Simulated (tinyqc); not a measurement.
# Segment and feed resistance from two drops

Inverse problem. A rail is fed at one end through Rq; K loads of Ij follow, each after a segment Rs. The drop at load j is K Ij Rq + Rs Ij sum_(l=1..j) (K - l + 1). Find Rs, Rq and the worst drop, at the middle, if the rail were fed through Rq at both ends: K Ij Rq/2 + Rs Ij K^2/8 with the load taken as continuous.

Parameters, values chosen for the exercise:
```
symbol,value,unit,meaning
K,26,,number of equal loads
Ij,0.63,mA,current of each load
```

drops at the first and at the last load (mV): 10.155600  59.295600

Answer. The difference of the two drops is Rs Ij K (K - 1)/2, which gives Rs; the first drop then gives Rq.

Rs = 0.2400 ohm
Rq = 0.3800 ohm
drop at the middle with two feeds = 15.89 mV

Program tinyqc, `OMP_NUM_THREADS=1 python tinyqc.py 2770181 2770182 out.jsonl`; Intel Xeon 2.30GHz, shared host, one thread, about 0.08 s.
